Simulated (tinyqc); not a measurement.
What each parameter does: quasiparticle equation with a plasmon-pole self-energy for two band edges.

For each edge E = e + X + Sc(E), with the correlation part Sc(E) = A[0]/(E - a + w) + A[1]/(E - b - w); a and b are the valence and conduction energies that enter the Green function (a = ev, b = ec in the one-shot scheme). Z = 1/(1 - dSc/dE), dSc/dE = -A[0]/(E - a + w)^2 - A[1]/(E - b - w)^2.

Values chosen for the exercise (scales of the order of those of Si; not measured data): ev = 0 eV (mean-field valence top); ec = 0.58 eV (mean-field conduction edge); w = 15.9 eV (pole energy); Av = (43.5, 22.8) eV^2 (weights of the valence state on the hole and electron poles); Ac = (18.5, 51.3) eV^2 (the same for the conduction state); Xv = -1.64 eV (exchange minus the mean-field potential, valence); Xc = 2.52 eV (the same, conduction).

Exact one-shot edges and Z of the valence state there. Each row changes one parameter from the base and keeps the others.

Results:
```
case                     Ev (eV)  Ec (eV)  gap (eV)       Z
base                     -0.2288   0.9067    1.1354  0.7944
w = 16.7 eV              -0.2874   0.9953    1.2827  0.8095
Xv = -1.74 eV            -0.3082   0.9067    1.2148  0.7938
Xc = 2.62 eV             -0.2288   0.9849    1.2137  0.7944
ec = 0.68 eV             -0.2223   1.0016    1.2239  0.7951
Av = (45.68, 22.8) eV^2  -0.1190   0.9067    1.0256  0.7898
Ac = (18.5, 53.86) eV^2  -0.2288   0.7789    1.0076  0.7944
```

The largest shifts from the base row, up to three for each result and ties (the steps differ in size, so this ranks the rows, not the parameters). Ev (eV): Av +0.1098, Xv -0.0794, w -0.0587; unchanged at the printed digits by Xc and Ac. Ec (eV): Ac -0.1278, ec +0.0949, w +0.0886; unchanged at the printed digits by Xv and Av. gap (eV): w +0.1473, Ac -0.1278, Av -0.1098. Z: w +0.0151, Av -0.0046, ec +0.0007, Xv -0.0007; unchanged at the printed digits by Xc and Ac.

Program tinyqc; command `OMP_NUM_THREADS=1 python tinyqc.py 1880473 1880474 out.jsonl`; about 0.03 s on one thread of a shared Intel(R) Xeon(R) Processor @ 2.30GHz.
